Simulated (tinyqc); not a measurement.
Input admittance of a MOSFET at zero drain bias: distributed channel and distributed gate: one step of the calculation.

Source and drain grounded, strong inversion, w = 2 pi f, Cox = eps0 eox/tox. The channel is an RC line of resistance 1/(mu Cox Vo) per square fed from both ends, so one finger has the intrinsic admittance y = i w Cox L tanh(g)/g per width, g = (1/2) sqrt(i w tau), tau = L^2/(mu Vo). The vertical resistance rv/L is in series with y, the overlaps 2 i w Cov in parallel: y_t = 1/(1/y + rv/L) + 2 i w Cov. The gate strip is a line of Rsh/L per length loaded by y_t, so a finger has Y = y_t Wf tanh(k)/k, k = (Wf/sd) sqrt(y_t Rsh/L); the device has Nf Y.

Task. Input impedance of the device. k and Y as defined; Z = 1/(Nf Y) = R + 1/(i w C); Q = |Im Z|/R; signal at the point farthest from a contact |1/cosh k|.

Values chosen for this exercise; values of the order met in silicon radio-frequency transistors:
```
symbol,value,unit,meaning
L,0.3,um,channel length
Wf,0.58,um,finger width
Nf,4,,number of fingers
Rsh,7.9,ohm/square,sheet resistance of the gate
sd,1,,number of ends at which a finger is contacted
f,26,GHz,frequency
```

y_t = 66.05574+652.65878i uS/um

Give: k; Nf Y; R; C; Q; signal at the far point.

Result.

k = 0.056552+0.051117i
Nf Y = 0.1561+1.5136i mS
R = 67.437 ohm
C = 9.3637 fF
Q = 9.6940
signal at the far point = 0.99970

Numbers from tinyqc (`OMP_NUM_THREADS=1 python tinyqc.py 2262195 2262196 out.jsonl`; about 0.01 s on one thread of a shared Intel Xeon 2.30GHz).
